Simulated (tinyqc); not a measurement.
Sublattice potential against complex hopping: Haldane model. Computed by the program tinyqc. 

Honeycomb lattice:
```
parameter      value
t1 (eV)     2.230000
t2 (eV)     0.300000
phi (rad)  -1.280000
```

H_AA = delta - 2 t2 sum cos(k.b + phi), H_BB = -delta - 2 t2 sum cos(k.b - phi), H_AB = -t1 (1 + exp(-i k.a1) + exp(-i k.a2)), b = a1, a2 - a1, -a2, m = 3 sqrt3 t2 sin(phi); the sign of the Chern number follows the orientation k1 then k2.

Gaps at the two valleys (eV) and Chern number of the lower band (12 x 12 mesh):
```
delta   gap 2|delta - m|  gap 2|delta + m|  Chern number
-2.688             2.389             8.363             0
-1.941             0.895             6.869             0
-0.896             1.195             4.779             1
0.000              2.987             2.987             1
0.597              4.181             1.793             1
1.120              5.227             0.747             1
1.867              6.721             0.747             0
2.987              8.961             2.987             0
```

Here |m| = 1.4934 eV. For |delta| < |m| the two valleys have masses of opposite sign and the Chern number is +/-1; one gap closes at |delta| = |m|, and beyond it the band is trivial.
